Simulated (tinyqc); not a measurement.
Worked calculation: lattice vibrations of a chain. One step of it, computed by the program tinyqc.

Problem. Dynamical matrix at q = 0.16. q is in units of 2 pi/a. A spring k from atom i to atom j, n cells on, adds k to Phi_ii and Phi_jj, -k exp(2 pi i q n) to Phi_ij and the conjugate to Phi_ji (for one atom a cell: 2k (1 - cos 2 pi q n)); D_ij = Phi_ij / sqrt(m_i m_j).

A chain moving along its axis:
```
atom                mass (u)  spring to the next atom (eV/angstrom^2)
1                  31.000000                                18.300000
2                  33.100000                                 6.100000
3                   3.800000                                 2.100000
4                  77.500000                                 9.900000
second neighbours          -                                 2.500000
```

Give: D(q).

Solution.

D(q) (eV/(angstrom^2 u)), lower triangle (Hermitian):
```
                 1                2        3       4
1           1.0710
2          -0.5713           0.8882
3  -0.3538-0.1945i          -0.5439   3.4737
4  -0.1082-0.1705i  -0.0758-0.0417i  -0.1224  0.2194
```
